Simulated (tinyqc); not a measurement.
From results back to parameters: direct gap of a germanium-like layer under biaxial tension. Three cases, with inputs chosen for the exercise.

Problem. A (001) layer under biaxial tension e_par has ezz = -2 (C12/C11) e_par, Ec = Eg + ac tr(e), E(HH) = -P - Q and E(LH) = -P + (Q - Dso + sqrt(Dso^2 + 2 Dso Q + 9 Q^2))/2 with P = -av tr(e), Q = -b (e_par - ezz). The transition from the light-hole edge is given.

Case 1.

Values chosen (near those of Ge, gaps at low temperature; not measured data):
- Eg = 0.89 eV (gap at Gamma to the s-like level)
- Dso = 0.291 eV (spin-orbit splitting)
- ac = -8.29 eV (conduction deformation potential)
- av = 1.26 eV (valence hydrostatic potential)
- b = -2.56 eV (tetragonal shear potential)
- C11 = 126.5 GPa
- C12 = 48.5 GPa

Ec - E(LH) = 0.598525 eV

Case 2.

Values chosen (near those of Ge, gaps at low temperature; not measured data):
- Eg = 0.892 eV (gap at Gamma to the s-like level)
- Dso = 0.291 eV (spin-orbit splitting)
- ac = -8.37 eV (conduction deformation potential)
- av = 1.23 eV (valence hydrostatic potential)
- b = -2.53 eV (tetragonal shear potential)
- C11 = 127.9 GPa
- C12 = 48.2 GPa

Ec - E(LH) = 0.654984 eV

Case 3.

Values chosen (near those of Ge, gaps at low temperature; not measured data):
- Eg = 0.913 eV (gap at Gamma to the s-like level)
- Dso = 0.293 eV (spin-orbit splitting)
- ac = -8.28 eV (conduction deformation potential)
- av = 1.24 eV (valence hydrostatic potential)
- b = -2.57 eV (tetragonal shear potential)
- C11 = 127.3 GPa
- C12 = 48.3 GPa

Ec - E(LH) = 0.852487 eV

Find: e_par; Ec - E(HH).

Solution. Ec - E(LH) falls steadily with tension, so bisection between 0 and 4 % gives the only root; then Ec - E(HH) = Eg + (ac - av) tr(e) + Q.

Case 1.

e_par = 1.620 %
Ec - E(HH) = 0.7725 eV

Case 2.

e_par = 1.330 %
Ec - E(HH) = 0.7919 eV

Case 3.

e_par = 0.360 %
Ec - E(HH) = 0.8867 eV

Computed by tinyqc, one run a case: `OMP_NUM_THREADS=1 python tinyqc.py N N+1 out.jsonl` with N = 1080888, 1080891, 1080926; one thread of a shared Intel(R) Xeon(R) Processor @ 2.30GHz, about 0.01 s a run at most.
